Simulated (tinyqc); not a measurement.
## Permittivity and interlayer from two capacitances

Question. A two-layer stack has Cox = eps0/(t1/e1 + t2/e2) and EOT = 3.9 eps0/Cox. Find e2, the EOT of layer 1 and, with e1 given, t1.

Values chosen for this exercise:
```
symbol  value  unit                           meaning
e1       3.95        relative permittivity of layer 1
```

Constants: eps0 = 8.8541878128e-14 F/cm where lengths are in cm. Results are converted to the units shown.

Cox at t2 = 1.5 and 7.5 nm (uF/cm^2): [2.2620395, 0.84669720]

Solution. EOT is linear in t2 with slope 3.9/e2, and its intercept is the EOT of layer 1.

e2 = 9.17
EOT of layer 1 = 0.889 nm
t1 = 0.900 nm

Program tinyqc, `OMP_NUM_THREADS=1 python tinyqc.py 2010123 2010124 out.jsonl`; Intel Xeon 2.30GHz, shared host, one thread, about 0.01 s.
